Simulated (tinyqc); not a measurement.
# Gas flow in a process chamber: flow regimes, conductance, effective pumping speed, pump-down, outgassing and purge, step by step

A worked calculation. Computed by tinyqc, a small Python program that keeps every step. Command: `OMP_NUM_THREADS=1 python tinyqc.py 3120035 3120036 out.jsonl pump walk`. One thread of a shared host (Intel(R) Xeon(R) Processor @ 2.30GHz), about 0.1 s of CPU time with the checks. Intermediate numbers are printed to about 6 digits and carried at full precision; extremes and crossings named in words are read from the listed rows.

Ideal gas, isothermal flow, a pump of constant speed at the end of a round pipe; process gas, volume gas and outgassing are given the same properties. 1 sccm = 101325 Pa x 1e-6 m^3/60 s x T/273.15 K.

Inputs (values chosen for the exercise, modelled on water vapour near room temperature):
```
quantity                   value            unit
molar mass M               18.02           g/mol
molecular diameter          0.46              nm
viscosity eta                9.9   micropascal s
temperature T                350               K
chamber volume V              57               L
wall area                    1.3             m^2
pipe diameter d              6.3              cm
pipe length l                290              cm
pump speed S                  25             L/s
process gas flow              79            sccm
outgassing rate after 1 h  7e-06  Pa m^3/(s m^2)
outgassing exponent n       0.75               -
starting pressure p0         350              Pa
target base pressure       5e-06              Pa
```

Constants: k_B = 1.380649e-23 J/K; u = 1.6605390666e-27 kg.

## Molecular flow

Mean speed c = sqrt(8 k_B T/(pi m)); aperture conductance C_a = c pi d^2/16; molecular pipe C_m = C_a/(1 + 3 l/(4 d)) (Dushman form); viscous pipe C_v = pi d^4 p_mean/(128 eta l); Knudsen interpolation C = C_v + C_m (1 + x)/(1 + 1.24 x), x = d p_mean sqrt(m/(k_B T))/eta. Effective speed 1/S_eff = 1/S + 1/C_m; time constant V/S_eff; pressure at which the free path k_B T/(sqrt2 pi d_m^2 p) equals d.

mean speed c = 641.274 m/s

C_a = 499.752 L/s

C_m = 14.0681 L/s

S_eff in molecular flow = 9.00229 L/s

time constant = 6.33172 s

pressure where the free path equals d = 0.0815887 Pa

The pipe passes on 36 % of the pump speed.

## Process pressure

Steady flow: the pump inlet is at p_2 = Q/S, and the chamber pressure p_1 solves Q = C((p_1 + p_2)/2) (p_1 - p_2). Residence time = p_1 V/Q. Knudsen number = free path at the mean pressure over d.

throughput Q = 170.946 Pa L/s

p_2 = 6.83785 Pa

chamber pressure p_1 = 8.34289 Pa

conductance C = 113.582 L/s

residence time = 2.78184 s

Knudsen number = 0.0107490

The flow in the pipe is transitional.

## Purging a well-mixed chamber

With steady flow a contaminant decays as exp(-t/residence time); gas used = flow x time.

time to dilute 1e3 times = 19.2163 s

time to dilute 1e6 times = 38.4325 s

gas used for 1e6 = 50.6028 standard cm^3

## Pump-down curve

Pump-down: V dp/dt = -S_eff(p) p + q(t) A, with S_eff = S p_2/p, where p_2 solves C((p + p_2)/2) (p - p_2) = S p_2 at each moment, and q(t) = q_1 (1 h/(t + 10 s))^n; integrated adaptively. At long times p = q(t) A/S_eff. S_eff(p) is tabulated at 260 pressures and interpolated in ln p. Comparison columns: p0 exp(-t/time constant) with the molecular S_eff (0 below 1e-26 p0), and the outgassing limit.

Pressure against time:
```
t (s)        p (Pa)  S_eff (L/s)  volume gas only (Pa)  outgassing limit (Pa)
0.3     3.07080e+02      24.8496           3.33804e+02            8.17123e-02
1       2.26395e+02      24.7964           2.98867e+02            7.77805e-02
3       9.52550e+01      24.5216           2.17920e+02            6.86211e-02
10      5.94012e+00      19.1583           7.21382e+01            4.96756e-02
30      1.39286e-01       8.7955           3.06450e+00            2.95373e-02
100     1.47349e-02       8.8735           4.84219e-05            1.38315e-02
300     6.50860e-03       8.9374           9.26805e-19            6.35908e-03
1000    2.64306e-03       8.9741                     0            2.62225e-03
3600    1.01133e-03       8.9912                     0            1.00875e-03
20000   2.79404e-04       8.9992                     0            2.79241e-04
100000  8.35503e-05       9.0014                     0            8.35377e-05
```

From t = 100 s on the pressure is within 20 % of the outgassing limit, which falls only as (t + 10 s)^-0.75: walls, not volume, set the time to base pressure. Early on viscous flow raises S_eff to 24.8 L/s, 2.8 times its molecular value.

## Time to base pressure

From the outgassing limit: t = 1 h x (q_1 A/(S_eff p_target))^(1/n) - 10 s; monolayer time at the target = 1e19 m^-2 x 4 k_B T/(p c) for unit sticking.

time to the target = 1186.56 h

monolayer time = 60.2834 s

Caution: beyond some 100 h the power law gives way to slower sources such as permeation and bulk diffusion; baking is the usual remedy.

Checks made by the program: throughput from C and the pressure drop (relative difference below 1e-10).
